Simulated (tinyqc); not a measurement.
Resistance of a tapered via with liner, size effect and interface: one step of the calculation.

A round via whose diameter grows from db at the bottom as D(z) = db + 2 z/tan(ang). The fill, of diameter D - 2 tl, starts above the bottom liner (thickness fb tl) and has rho = rho0 (1 + ks lam/(D - 2 tl)); the sidewall liner conducts in parallel with it. The bottom liner and the interface are crossed over the full area pi db^2/4. Spreading in the lines above and below is left out.

Question. Slices of the via. Slices between z0 = fb tl and hv, evaluated at their midpoints: conductance per length pi/4 [(D - 2 tl)^2/rho + (D^2 - (D - 2 tl)^2)/rl], slice resistance = slice height over that. 8 slices.

Inputs (values chosen for the exercise); fill metal close to cobalt:
```
symbol,value,unit,meaning
db,15,nm,diameter at the bottom
hv,19,nm,height
ang,88,degrees,sidewall angle
rho0,6.35,uohm cm,bulk resistivity of the fill
lam,11.8,nm,mean free path of the fill
ks,0.7,,size-effect factor
tl,1.8,nm,liner on the sidewall
fb,0.5,,liner at the bottom over that on the sidewall
rl,340,uohm cm,resistivity of the liner
```

Wanted: z; D; rho; slice resistance.

Answer.

```
slice	z (nm)	D (nm)	rho (uohm cm)	slice resistance (ohm)
0	2.031	15.14	10.89	2.303
1	4.294	15.30	10.83	2.229
2	6.556	15.46	10.77	2.159
3	8.819	15.62	10.72	2.092
4	11.08	15.77	10.66	2.029
5	13.34	15.93	10.60	1.967
6	15.61	16.09	10.55	1.909
7	17.87	16.25	10.50	1.853
```

Range of the model: The ballistic limit exceeds half of R_fill, so a diffusive resistivity alone understates the resistance.

Computed by the program tinyqc: `OMP_NUM_THREADS=1 python tinyqc.py 2750176 2750177 out.jsonl`, one thread of a shared Intel Xeon 2.30GHz, about 0.01 s for the whole run.
